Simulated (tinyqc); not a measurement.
Polycrystal bounds against single-crystal directions: anisotropic elasticity and sound waves of a cubic crystal. Computed by tinyqc, a small Python program. Command: `OMP_NUM_THREADS=1 python tinyqc.py 3030119 3030120 out.jsonl cubicelastic walk`. One thread of a shared host (Intel(R) Xeon(R) Processor @ 2.30GHz), about 0.01 s of CPU time with the checks.

Voigt order 1..6 = xx, yy, zz, yz, xz, xy, with engineering shear strains. The rotated frame has x' as named, z' along the wafer normal and y' = z' x x'.

Inputs (values chosen for the exercise, modelled on indium arsenide): C11 = 82.02 GPa; C12 = 45.91 GPa; C44 = 39.63 GPa.

Frame: (001) wafer, x' along [210].

Method. S11 = (C11 + C12)/D, S12 = -C12/D, D = (C11 - C12)(C11 + 2 C12), S44 = 1/C44. Zener ratio A = 2 C44/(C11 - C12); S0 = S11 - S12 - S44/2; H = 2 C44 + C12 - C11. B = (C11 + 2 C12)/3; Voigt G = (C11 - C12 + 3 C44)/5; Reuss G = 5/(4 (S11 - S12) + 3 S44); Hill is their mean; E = 9BG/(3B + G), nu = (3B - 2G)/(6B + 2G). Along <hkl>, with g = 0, 1/4, 1/3: 1/E = S11 - 2 S0 g; for a film with that normal C33 = C11 + 2 H g and M = [6B - (3B - C33) - (3B - C33)^2/C33]/2.

S11 = 20.3796 1/TPa

S12 = -7.31358 1/TPa

S44 = 25.2334 1/TPa

S0 = 15.0765 1/TPa

H = 43.15 GPa

Zener ratio A = 2.19496

bulk modulus B = 57.947 GPa

Averages:

| average | G (GPa) | E (GPa) | nu |
|---|---|---|---|
| Voigt | 31.000 | 78.926 | 0.27299 |
| Reuss | 26.814 | 69.691 | 0.29955 |
| Hill | 28.907 | 74.356 | 0.28614 |

Directions:

| direction | E (GPa) | biaxial modulus M (GPa) |
|---|---|---|
| <100> | 49.069 | 76.53 |
| <110> | 77.873 | 114.90 |
| <111> | 96.818 | 124.37 |

What does the comparison show, and why?

The bounds on G differ by 16 %, while E varies by a factor 1.97 with direction; with A above 1 the stiffest axis is <111>. Under a fixed mismatch strain, grains with a <100> normal store the least energy.

Extremes, crossings and ranges named in words are read from the listed rows.
